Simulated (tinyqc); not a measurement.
Voltage drop against the pad pitch.

A grid of 13 by 13 nodes with segments Rx (rows) and Ry (columns); every node draws I1 and the central node kh I1; pads with resistance Rp sit at the nodes whose row and column are multiples of the pitch, counting from 0. The drops u = Vdd - V follow from G u = i, with G the conductance matrix and i the load currents, solved directly.

Values chosen for this exercise: supply voltage Vdd = 1 V; resistance of a horizontal segment Rx = 1.2 ohm; resistance of a vertical segment Ry = 0.11 ohm; resistance from a pad node to the supply Rp = 0.096 ohm; factor on the load at the hot node kh = 5; load current of a node in the large grid I1 = 0.32 mA.

Results:
```
pitch (nodes),pads,worst drop (mV),mean drop (mV),largest drop at a pad (mV),largest pad current (mA),worst drop over Vdd (%)
1,169,0.08386,0.03145,0.08386,0.8735,0.008386
2,49,0.3412,0.2144,0.1873,1.951,0.03412
3,25,0.7174,0.5158,0.3376,3.516,0.07174
4,16,1.567,0.9512,0.4559,4.749,0.1567
12,4,10.78,7.794,1.329,13.84,1.078
```

Estimate the missing row, pitch = 6 nodes.

Computed row:
```
pitch (nodes),pads,worst drop (mV),mean drop (mV),largest drop at a pad (mV),largest pad current (mA),worst drop over Vdd (%)
6,9,2.790,2.075,0.9941,10.36,0.2790
```

With this row back in the table: The worst drop goes from 0.0839 to 10.8 mV while the number of pads falls from 169 to 4; between the last two rows it goes as pitch^(1.95). The largest drop at a pad is 100 % of the worst drop in the first row and 12.3 % in the last; the rest falls along the wires.

Computed by the program tinyqc: `OMP_NUM_THREADS=1 python tinyqc.py 2770198 2770199 out.jsonl`, one thread of a shared Intel Xeon 2.30GHz, about 0.1 s for the whole run.
